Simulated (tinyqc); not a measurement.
Crystallisation kinetics and data retention of a phase-change cell: two steps of the calculation.

Johnson-Mehl-Avrami-Kolmogorov law X = 1 - exp(-y^n), y = integral of k dt, k = (1/100 s) exp[-(Ec q/kB)(1/T - 1/T1)].

Parameters, values chosen for the exercise; values of the order of Ge-Sb-Te and related chalcogenides:
- Ec = 2.99 eV (activation energy of crystallisation)
- T1 = 453 K (temperature at which the rate k is 1/(100 s))
- n = 4 (Avrami exponent)
- Xf = 0.4 (crystalline share at which the state is lost)
- T = 359 K (storage temperature)
- b = 20 K/min (heating rate)
- Ta = 427 K (start of the ramp table)
- dT = 4 K (step of the table)
- m = 10 (steps)

Constants: q = 1.602176634e-19 C, kB = 1.380649e-23 J/K. Results are converted to the units shown.

Task 1. Retention. At fixed T the state fails at t = (-ln(1 - Xf))^(1/n)/k; ten years are 3.15576e8 s.

Wanted: k; y at failure; time to fail; the same in years; temperature for ten years.

Result 1.

k = 1.9499e-11 1/s
y at failure = 0.84541
time to fail = 4.3357e10 s
the same in years = 1373.9
temperature for ten years = 378.27 K

The cell meets ten years at 359 K.

Task 2. A heating ramp. T rises at the rate b. Start with y = k (kB Ta^2/(q Ec))/b, the integral from cold to Ta to leading order; over each step k is taken as exponential in T, so y gains (dT/b)(k2 - k1)/ln(k2/k1). dX/dt = n y^(n - 1) k exp(-y^n), listed as 0 once y^n exceeds 23.

Give: T; k; y; X; dX/dt.

Result 2.

```
point,T (K),k (1/s),y,X,dX/dt (1/s)
0,427,9.430e-5,0.001487,4.884e-12,1.239e-12
1,431,2.005e-4,0.003176,1.017e-10,2.568e-11
2,435,4.203e-4,0.006739,2.062e-9,5.145e-10
3,439,8.693e-4,0.01415,4.012e-8,9.857e-9
4,443,0.001775,0.02938,7.446e-7,1.799e-7
5,447,0.003577,0.06023,1.316e-5,3.126e-6
6,451,0.007120,0.1220,2.214e-4,5.169e-5
7,455,0.01400,0.2441,0.003545,8.119e-4
8,459,0.02722,0.4827,0.05285,0.01160
9,463,0.05230,0.9435,0.5473,0.07954
10,467,0.09936,1.823,1.000,3.806e-5
```

Range of the model: One Arrhenius rate is assumed; incubation, growth from the boundary and the non-Arrhenius kinetics of the supercooled liquid are left out.

Program tinyqc, `OMP_NUM_THREADS=1 python tinyqc.py 2490149 2490150 out.jsonl`; Intel Xeon 2.30GHz, shared host, one thread, about 0.04 s.
